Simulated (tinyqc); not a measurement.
# Worked calculation: undoped symmetric double-gate MOSFET, analytic potential model

Computed by the program tinyqc: `OMP_NUM_THREADS=1 python tinyqc.py 2440119 2440120 out.jsonl`, one thread of a shared Intel Xeon 2.30GHz, about 0.03 s for the whole run. Printed values are rounded.

An undoped body of thickness ts between two equal insulators and tied gates; long channel, electrons only, n = ni exp((psi - V)/Vt) with V the quasi-Fermi potential (0 at the source, Vd at the drain), constant mobility, no quantisation. Across the body psi(x) = V - 2 Vt ln[(ts/(2 beta)) sqrt(q ni/(2 eps0 eps_r Vt)) cos(2 beta x/ts)], x from the centre. Q is the electron charge per area of the whole body.

Values chosen for this exercise; material values close to those of silicon:
- T = 300 K (temperature)
- Eg = 1.14 eV (band gap)
- eps_r = 11.6 (relative permittivity of the semiconductor)
- Nc = 2.8e19 cm^-3 (conduction-band density of states at T)
- Nv = 2.67e19 cm^-3 (valence-band density of states at T)
- eox = 3.92 (relative permittivity of the gate insulator)
- tox = 2.1 nm (insulator thickness)
- ts = 5 nm (body thickness)
- dphi = -0.15 V (gate work function less that of the intrinsic body)
- mu = 540 cm^2/(V s) (channel mobility)
- L = 0.1 um (gate length)
- Vg = 0.33 V (gate voltage)
- Vd = 0.3 V (drain voltage)

Constants: q = 1.602176634e-19 C, kB = 1.380649e-23 J/K, Vt = kB T/q, eps0 = 8.8541878128e-14 F/cm where lengths are in cm. Results are converted to the units shown.

Range of the model: In a body this thin, quantum confinement raises the threshold; it is left out.

## Constants of the body

ni = sqrt(Nc Nv) exp(-Eg/(2 Vt)), Eg in volts; r = eps_r tox/(eox ts); V0 = dphi + 2 Vt ln[(2/ts) sqrt(2 eps0 eps_r Vt/(q ni))].

ni = 7.265343e9 cm^-3
r = 1.242857
V0 = 0.3775997 V

## Iteration 1: beta at the source by Newton steps

beta at the start = 0.3

With V = 0: f = ln(beta) - ln(cos beta) + 2 r beta tan(beta) - (Vg - V0)/(2 Vt); f' = 1/beta + tan(beta) + 2 r [tan(beta) + beta/cos^2(beta)]; beta(new) = beta - f/f'.

f = -0.006985972
f' = 5.228662
beta after iteration 1 = 0.3013361

## Iteration 2: beta at the source by Newton steps

As before.

f = -3.593853e-6
f' = 5.223307
beta after iteration 2 = 0.3013368

## Course of the iteration: beta at the source by Newton steps

Stop when beta changes by less than 1e-11, or after 40 iterations. beta must stay between 0 and pi/2.

Course of the iteration:
```
iteration       beta  |change|
1          0.3013361   1.34e-3
2          0.3013368   6.88e-7
3          0.3013368  1.79e-13
```

Converged in 3 iterations. The change falls from 0.0013 in the first iteration to below the tolerance in the last.

## Charges and drain current

beta_s = 0.3013368
beta_d = 0.001203066

beta (between 0 and pi/2) solves (Vg - V0 - V)/(2 Vt) = ln(beta) - ln(cos beta) + 2 r beta tan(beta). Q = 8 eps0 eps_r Vt beta tan(beta)/ts; I = mu (1/L)(4 eps0 eps_r/ts)(2 Vt)^2 [g(beta_s) - g(beta_d)] per width, g = beta tan(beta) - beta^2/2 + r beta^2 tan^2(beta), with beta_s at V = 0 and beta_d at V = Vd.

Qs = 39.78837 nC/cm^2
Qd = 6.148934e-4 nC/cm^2
g(beta_s) = 0.05915565
g(beta_d) = 7.236870e-7
I = 7.016648 uA/um

The term r beta^2 tan^2(beta), which gives the square law, makes up 18.4 % of g at the source.

## Potential and electron density across the body at the source

x/ts, point 0 to 6: [0, 0.1, 0.2, 0.3, 0.4, 0.45, 0.5]

psi(x) as above with V = 0 and beta = beta_s; n = ni exp(psi/Vt).

psi, point 0 to 6 (V): [0.4655793, 0.4656733, 0.4659558, 0.4664291, 0.4670965, 0.4675046, 0.4679632]
n, point 0 to 6 (cm^-3): [4.815537e17, 4.833070e17, 4.886183e17, 4.976449e17, 5.106600e17, 5.187845e17, 5.280706e17]

The density at the surface is 1.10 times that at the centre (1/cos^2 beta).
